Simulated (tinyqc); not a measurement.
Binding against carrier density: donor level screened by free carriers (Yukawa potential).

Screening wave number: Debye ks^2 = 4 pi q n/(eps kB T); Thomas-Fermi ks^2 = 6 pi q n/(eps EF) with EF = c (3 pi^2 n/gv)^(2/3)/m, c = hbar^2/2m0; the two are joined by 1/ks^2 = sqrt(1/ks_D^4 + 1/ks_TF^4). 1e18/cm^3 = 1e-6/angstrom^3, q = e^2/(4 pi eps0).

Potential -(q/(eps r)) exp(-ks r), q = e^2/(4 pi eps0). In units Ry* = Ry m/eps^2 and a* = a0 eps/m the problem is [-Laplacian - 2 exp(-x r)/r] psi = E psi with x = ks a*.

Converged values use 18 functions exp(-z r), z = 1.55^i, i = -11 to 6: S = 2/A^3, H = z_i z_j S - 2/(A + x)^2, A = z_i + z_j.

Constants: e^2/(4 pi eps0) = 14.39964547 eV angstrom; kB = 8.617333262e-05 eV/K; hbar^2/2m0 = 3.80998211 eV angstrom^2.

Inputs chosen for the exercise (near those of a donor in Si, with one mean mass; the results hold for these values, not for the real material):
- m = 0.299 m0 (mass)
- eps = 11.4 (dielectric constant)
- gv = 6 (valleys)
- T = 400 K (temperature)
- nl = (0.012, 0.041, 0.12, 0.41, 1.2, 4.1, 12) x 1e18/cm^3 (densities)

Ry* = 31.3027 meV
a* = 20.176 angstrom

x from the joined ks; converged 1s binding (dash: x above 1.17, at or past the limit 1.19 where the state unbinds).

Results:
```
n (1e18/cm^3)  EF/kB T  1/ks (angstrom)      x  binding (meV)  n^(1/3) a*
0.012             0.01            425.4  0.047          28.44       0.046
0.041             0.01            230.1  0.088          26.16       0.070
0.12              0.03            134.5  0.150          22.88       0.100
0.41              0.06             72.8  0.277          17.06       0.150
1.2               0.12             42.6  0.474          10.05       0.214
4.1               0.27             23.2  0.869           1.87       0.323
12                0.56             13.9  1.451              -       0.462
```

What can be read from this table?

The binding falls from 28.4 to 1.9 meV (bare value 31.3); it passes half the bare value between 0.41 and 1.2 x 1e18/cm^3. The level is unbound, or bound by less than 0.001 Ry*, from 12 x 1e18/cm^3 on; as the density rises, it is lost by the time n^(1/3) a* reaches 0.46. x grows with exponent 0.50 in n at the start and 0.48 at the end (1/2 for Debye, 1/6 for Thomas-Fermi screening). The level survives to n^(1/3) a* = 0.32, past the 0.26 of the Mott rule, which corresponds to x = 1 for one valley with degenerate screening; here the level lasts until x = 1.19, the screening is at most the degenerate value, and overlap of donors is left out.

Program tinyqc; command `OMP_NUM_THREADS=1 python tinyqc.py 1281403 1281404 out.jsonl`; about 0.01 s on one thread of a shared Intel(R) Xeon(R) Processor @ 2.30GHz.
